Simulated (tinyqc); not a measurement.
Changing the temperature T: quasi-harmonic thermal expansion with mode Grueneisen parameters. Computed by tinyqc, a small Python program. Command: `OMP_NUM_THREADS=1 python tinyqc.py 3005162 3005163 out.jsonl qha sweep`. One thread of a shared host (Intel(R) Xeon(R) Processor @ 2.30GHz), about 0.05 s of CPU time with the checks.

A crystal with two atoms a cell; per atom there are 1 transverse acoustic (TA), 1/2 longitudinal acoustic (LA) and 3/2 optical (O) modes. Every frequency of group i scales as nu_i (V/V0)^(-gamma_i). Each group has one frequency. Static energy: E = (9 V0 B0/16) [y^3 B' + y^2 (2 - 4 y)], y = (V0/V)^(2/3) - 1, with pressure P_s = (3 B0/2) (z^7 - z^5) [1 + (3/4)(B' - 4)(z^2 - 1)], z = (V0/V)^(1/3).

Inputs (values chosen for the exercise, modelled on diamond):
```
quantity,value,unit
static volume V0,5.67,angstrom^3/atom
static bulk modulus B0,427,GPa
static B',3.69,-
frequency nu_TA,20.3,THz
frequency nu_LA,30.6,THz
frequency nu_O,36,THz
Grueneisen parameter gamma_TA,0.51,-
Grueneisen parameter gamma_LA,0.96,-
Grueneisen parameter gamma_O,0.91,-
step factor f,0.8,-
```

Acoustic groups: Einstein.

Constants: h x 1 THz = 4.135667696 meV; k_B = 8.617333262e-05 eV/K; 1 eV/angstrom^3 = 160.2176634 GPa.

Method:
- For a mode with x = h nu/(k_B T), n = 1/(exp(x) - 1): U = h nu (n + 1/2), C/k_B = x^2 n (n + 1); U_i and C_i sum these over group i with its weight per atom.
- Phonon pressure P_ph = sum_i gamma_i U_i/V.
- gamma_th = sum gamma_i C_i / sum C_i; volume expansion coefficient alpha_V = gamma_th C k_B/(B0 V0); linear coefficient alpha_V/3; first-order volume change P_ph/B0.
- Start at V0 and step V(new) = V [1 + f (P_s + P_ph)/B0]; stop when |P_s + P_ph| < 1e-8 GPa, after 60 steps, or when V leaves 0.7 to 1.3 V0.
- B_T = -V d(P_s + P_ph)/dV at fixed T (central difference, step 1e-4 V); alpha_V = sum gamma_i C_i k_B/(B_T V), all at V(T); the linear coefficient is alpha_L = alpha_V/3.
- C_P - C_V = alpha_V^2 B_T V T; the optical frequency is nu_O (V/V0)^(-gamma_O).

One run for each value:
```
temperature T (K),linear expansion coefficient (ppm/K),gamma_th at V0,volume change from V0 (%),isothermal bulk modulus B_T (GPa),C_P - C_V (k_B/atom)
65,7.2774e-05,0.51027,1.0201,419.15,5.3875e-13
96,4.1808e-03,0.51367,1.0201,419.15,2.6262e-09
140,5.1212e-02,0.53238,1.0204,419.15,5.7463e-07
210,3.0395e-01,0.59016,1.0237,419.07,3.0359e-05
460,2.0382e+00,0.72469,1.1117,417.49,2.9815e-03
680,3.0754e+00,0.75634,1.2860,414.94,9.9908e-03
1000,3.8022e+00,0.77157,1.6258,410.58,2.2295e-02
```

Give the missing row, temperature T (K) = 310.

Computed row; columns: (1) temperature T (K); (2) linear expansion coefficient (ppm/K); (3) gamma_th at V0; (4) volume change from V0 (%); (5) isothermal bulk modulus B_T (GPa); (6) C_P - C_V (k_B/atom):
```
(1)         (2)      (3)     (4)     (5)         (6)
310  9.7062e-01  0.66638  1.0425  418.69  4.5667e-04
```

Interpolating between the two neighbouring rows (the first column on a logarithmic scale, the others too where they are positive) misses most in C_P - C_V (k_B/atom), by 35 %. Over the rows, linear expansion coefficient (ppm/K) rises from 7.28e-5 to 3.80 (exponent d ln y / d ln x 10 between the first rows and 0.55 between the last); gamma_th at V0 rises from 0.510 to 0.772 (exponent d ln y / d ln x 0.017 between the first rows and 0.052 between the last); volume change from V0 (%) rises from 1.02 to 1.63. alpha follows sum gamma_i C_i: each group joins once k_B T nears its h nu, the softest first. C_P - C_V goes as alpha^2 T. Left out: 20.0, 30.0, 44.0 (the run failed its checks).

Caution (rows 65.0, 96.0): k_B T is far below h nu_TA; one frequency a group leaves out the long acoustic waves, so heat capacity and expansion coefficient come out far too small in size.
